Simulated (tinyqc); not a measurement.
Specific resistance of a metal-semiconductor contact and its transmission-line measurement: one step, computed by the program tinyqc.

The barrier is parabolic (depletion approximation), energies E are normal energies counted from the band edge in the neutral semiconductor (downwards for holes), and the bias is zero. xi is an input, held fixed when other inputs move.

Problem. Current crowding. Transmission-line model: transfer length L_T = sqrt(rho_c/R_sh); R_c = (R_sh L_T/W) coth(d/L_T). Limits: rho_c/(W d) for d << L_T, sqrt(rho_c R_sh)/W for d >> L_T.

Inputs (values chosen for the exercise, modelled on n-type In0.53Ga0.47As):
```
quantity               value        unit
temperature T            300           K
sheet resistance R_sh     86         ohm
contact length d         5.4  micrometre
contact width W          1.2  micrometre
```

Image-force lowering: included.

specific contact resistance rho_c = 9.441355e-08 ohm cm^2

Give: transfer length L_T; d/L_T; contact resistance R_c; R_c W; short-contact limit; long-contact limit.

Solution.

transfer length L_T = 0.3313 micrometre

d/L_T = 16.30

contact resistance R_c = 23.75 ohm

R_c W = 28.49 ohm micrometre

short-contact limit = 1.457 ohm

long-contact limit = 23.75 ohm

The contact is long: current crowds at the front edge, and more length does not help.
